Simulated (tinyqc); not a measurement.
# Six-transistor SRAM cell, nodal equations and margins: two studies

Two cross-coupled inverters (pull-down bn, pull-up bp) hold the nodes Q and QB; access transistors (ba, threshold VTn, gate on the word line at Vdd when selected) join them to the bit lines. Transistor (EKV form, voltages against the body): I = 2 n b Vt^2 [F(vp - Vs) - F(vp - Vd)] from drain to source, F(v) = ln^2(1 + exp(v/(2 Vt))), vp = (Vg - VT + sg |Vd - Vs|)/n. n-channel bodies are at 0; for the p-channel device all voltages are counted down from Vdd. b in uA/V^2 gives I in uA. For an access transistor the bit line is the drain and the node the source. In a read both bit lines are at Vdd. The cell is symmetric (no mismatch).

Values chosen for this exercise: temperature T = 400 K; supply voltage Vdd = 1 V; slope factor n = 1.1; drain-induced barrier lowering sg = 0.1; n-channel threshold VTn = 0.42 V; p-channel threshold (magnitude) VTp = 0.41 V; gain factor of the pull-down transistor bn = 620 uA/V^2; gain factor of the access transistor ba = 310 uA/V^2; gain factor of the pull-up transistor bp = 160 uA/V^2.

Constants: q = 1.602176634e-19 C, kB = 1.380649e-23 J/K, Vt = kB T/q. Results are converted to the units shown.

Each table varies one quantity; the others keep the values above.

## Effect of the drain-induced barrier lowering

f(x) is the node voltage of one half-cell for input x: In = Ip in hold, In = Ip + Ia in a read. Static noise margin: side of the largest square between the curve (x, f(x)) and its mirror image (f(y), y); with h(c) the root x of f(x) - x = c, it is the maximum over c > 0 of h(c) - h(-c) + c. Q is the low node in a read and Iread the current of its access transistor. The write trip is the voltage to which the bit line of the high node must fall (the other staying at Vdd) for that state to vanish; higher is easier, and a negative value means that a grounded bit line does not write.

Effect of the drain-induced barrier lowering:
```
sg    hold margin (mV)  read margin (mV)  Q in a read (mV)  Iread (uA)  write trip (mV)
0.02             411.8             234.0             102.1       33.25            277.8
0.05             393.7             215.0             109.9       35.75            291.2
0.08             375.6             196.0             117.8       38.27            303.6
0.11             357.5             177.2             125.6       40.80            315.1
0.14             339.4             158.6             133.3       43.36            325.8
0.17             321.4             140.3             141.1       45.92            336.1
```

As sg goes from 0.02 to 0.17, the read margin falls from 234 to 140 mV, the write trip rises from 278 to 336 mV and Iread rises from 33.3 to 45.9 uA. The read margin is 0.57 of the hold margin in the first row and 0.44 in the last. Read stability and write ability pull in opposite directions.

## Effect of the gain factor of the pull-down transistor

Same model as above.

Effect of the gain factor of the pull-down transistor:
```
bn (uA/V^2)  hold margin (mV)  read margin (mV)  Q in a read (mV)  Iread (uA)  write trip (mV)
390                     369.1             161.1             165.8       32.62            339.9
510                     366.1             174.1             140.2       36.91            323.3
670                     362.4             187.1             116.5       41.13            306.7
890                     357.7             200.1             94.63       45.22            290.0
1200                    352.2             212.8             74.92       49.07            273.3
1600                    346.3             223.7             59.09       52.28            258.1
```

What does the comparison show?

As bn goes from 390 to 1600 uA/V^2, the read margin rises from 161 to 224 mV, the write trip falls from 340 to 258 mV and Iread rises from 32.6 to 52.3 uA. The read margin is 0.44 of the hold margin in the first row and 0.65 in the last. Read stability and write ability pull in opposite directions.

Numbers from tinyqc (`OMP_NUM_THREADS=1 python tinyqc.py 2340152 2340153 out.jsonl`; about 0.2 s on one thread of a shared Intel Xeon 2.30GHz).
